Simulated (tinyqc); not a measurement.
Random telegraph noise from one oxide trap in a small MOSFET: time constants and noise against gate voltage.

An acceptor-like trap exchanges electrons with the channel. Inversion charge Q = Cox u, u = n Vt W0(exp((Vg - VT)/(n Vt))), W0 the Lambert function, n = nf, Cox = eps0 eox/tox; linear regime Id = (W/L) mu Q Vd. Relative to threshold the surface potential rises by Vt ln(u/u0) and the oxide voltage by the rest of Vg - VT, with u0 = n Vt W0(1).

N = Cox u/q; dpsi = Vt ln(u/u0); E = E0 - dpsi - (xt/tox)(Vg - VT - dpsi); capture time tc = 1/[(N/zi) vth s0 exp(-xt/lt - EB/Vt)]; emission time te = tc exp(-E/Vt); occupancy te/(tc + te). A = W L; threshold step dV = q (1 - xt/tox)/(Cox A); gm/Id = 1/(u + n Vt); relative step dI/I = (gm/Id) dV + asc mu/A. fc = (1/tc + 1/te)/(2 pi); rms = (dI/I) sqrt(tc te)/(tc + te).

Inputs (values chosen for the exercise); values of the order met in silicon transistors: temperature T = 350 K; relative permittivity of the gate insulator (close to silicon dioxide) eox = 3.9; insulator thickness tox = 1.8 nm; depth of the trap from the channel interface xt = 0.68 nm; trap level above the channel Fermi level at threshold E0 = 0.11 eV; capture prefactor s0 = 7e-17 cm^2; capture barrier (lattice relaxation) EB = 0.2 eV; tunnelling decay length lt = 0.2 nm; thermal velocity vth = 1.3e7 cm/s; thickness of the inversion layer zi = 2.7 nm; threshold voltage VT = 0.29 V; body factor nf = 1.07; gate width W = 150 nm; gate length L = 67 nm; mobility mu = 200 cm^2/(V s); scattering coefficient of the charged trap asc = 0 V s; drain voltage Vd = 0.02 V.

Constants: q = 1.602176634e-19 C, kB = 1.380649e-23 J/K, Vt = kB T/q, eps0 = 8.8541878128e-14 F/cm where lengths are in cm. Results are converted to the units shown.

Time constants and noise against gate voltage:

| Vg (V) | E (eV) | tc (s) | te (s) | occupancy | dI/I (%) | fc (Hz) | rms dI/I (%) |
|---|---|---|---|---|---|---|---|
| 0.24 | 0.15066 | 9.8135e-5 | 6.6442e-7 | 0.0067250 | 1.3604 | 2.4116e5 | 0.11118 |
| 0.3 | 0.10264 | 2.5423e-5 | 8.4572e-7 | 0.032195 | 0.95014 | 1.9445e5 | 0.16772 |
| 0.36 | 0.063385 | 1.0502e-5 | 1.2840e-6 | 0.10894 | 0.60202 | 1.3911e5 | 0.18757 |
| 0.42 | 0.029960 | 5.9198e-6 | 2.1923e-6 | 0.27025 | 0.40590 | 99483 | 0.18025 |
| 0.48 | -2.4627e-4 | 3.9611e-6 | 3.9936e-6 | 0.50204 | 0.29645 | 80032 | 0.14822 |
| 0.54 | -0.028592 | 2.9268e-6 | 7.5527e-6 | 0.72071 | 0.23016 | 75451 | 0.10326 |
| 0.6 | -0.055767 | 2.3017e-6 | 1.4624e-5 | 0.86401 | 0.18673 | 80029 | 0.064008 |
| 0.66 | -0.082152 | 1.8880e-6 | 2.8770e-5 | 0.93842 | 0.15645 | 89830 | 0.037609 |
| 0.72 | -0.10797 | 1.5960e-6 | 5.7248e-5 | 0.97288 | 0.13427 | 1.0250e5 | 0.021811 |

What does the table show?

tc falls from 9.81e-5 to 1.60e-6 s as the channel fills and te rises from 6.64e-7 to 5.72e-5 s; they are equal at Vg = 0.479 V, where E = 0. The rms noise goes from 0.111 through a maximum of 0.188 (at Vg = 0.36 V among the rows listed) to 0.0218 %. The slope -Vt d ln(tc/te)/dVg is 0.800 between the first two rows and 0.430 between the last two; it tends to xt/tox = 0.378 only when the surface potential stops moving.

Range of the model: VT is taken as given; short-channel effects and the uneven flow of current among few electrons are left out.

Computed by the program tinyqc: `OMP_NUM_THREADS=1 python tinyqc.py 2710018 2710019 out.jsonl`, one thread of a shared Intel Xeon 2.30GHz, about 0.01 s for the whole run.
